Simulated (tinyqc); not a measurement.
Time-domain thermoreflectance: layered heat flow under a modulated pulse train, and what the signal ratio measures. Changing the modulation frequency f. Computed by tinyqc, a small Python program. Command: `OMP_NUM_THREADS=1 python tinyqc.py 3114328 3114329 out.jsonl tdtr sweep`. One thread of a shared host (Intel(R) Xeon(R) Processor @ 2.30GHz), about 0.1 s of CPU time with the checks.

Pulses repeat at 80 MHz; heat is laid down at the surface, all layers are isotropic.

Inputs (values chosen for the exercise, modelled on aluminium on silicon):
```
quantity                                value        unit
metal thickness d                         110          nm
metal conductivity                        130     W/(m K)
metal heat capacity                      2.42  MJ/(m^3 K)
boundary conductance G under the metal    290  MW/(m^2 K)
substrate conductivity kappa              147     W/(m K)
substrate heat capacity C                1.61  MJ/(m^3 K)
spot radius w (1/e^2, pump and probe)       9  micrometre
delay t                                  2300          ps
```

Stack: metal, substrate.

Method:
- Penetration depth sqrt(kappa/(pi f C)); effusivity sqrt(kappa C); cooling time of the metal d C_m/G; Kapitza length kappa/G.
- For radial wave number k and angular frequency W each layer has u = sqrt(4 pi^2 k^2 + i W C/kappa) and gamma = kappa u. Surface impedance from below: Z = 1/gamma for the substrate; a layer of thickness L maps Z to (Z + tanh(u L)/gamma)/(1 + gamma Z tanh(u L)); a boundary adds 1/G.
- Response per absorbed watt H(W) = 2 pi int_0^(2/w) Z(k, W) exp(-pi^2 k^2 w^2) k dk by 20 Gauss-Legendre points.
- Signal: X + iY = sum_(m = -M..M) H(2 pi (f + m f_r)) exp(i 2 pi m f_r t) exp(-pi (m/M)^2 x 4), f_r = 80 MHz, M = 4000, with H(-W) the complex conjugate of H(W); V_in = X, V_out = Y, ratio = -V_in/V_out.

One run for each value:
```
modulation frequency f (MHz)  ratio -V_in/V_out  phase of H(2 pi f) (degrees)  penetration depth (micrometre)
0.30                                     3.1011                       -20.362                          9.8426
0.55                                     2.5725                       -24.641                          7.2692
1.00                                     2.2325                       -28.694                          5.3910
1.80                                     2.0451                       -32.012                          4.0182
3.30                                     1.9750                       -34.367                          2.9677
11.00                                    1.9859                       -36.572                          1.6255
20.00                                    1.8805                       -37.844                          1.2055
```

Give the missing row, modulation frequency f (MHz) = 6.00.

Computed row:
```
modulation frequency f (MHz)  ratio -V_in/V_out  phase of H(2 pi f) (degrees)  penetration depth (micrometre)
6.00                                     1.9820                       -35.688                          2.2009
```

Interpolating between the two neighbouring rows (the first column on a logarithmic scale, the others too where they are positive) misses most in phase of H(2 pi f) (degrees), by 0.63 %. Over the rows, ratio -V_in/V_out lies between 1.88 and 3.10 without a single trend; phase of H(2 pi f) (degrees) falls from -20.4 to -37.8 (exponent d ln y / d ln x 0.31 between the first rows and 0.057 between the last); penetration depth (micrometre) falls from 9.84 to 1.21 (exponent d ln y / d ln x about -0.50 throughout).

Extremes, crossings and ranges named in words are read from the listed rows.
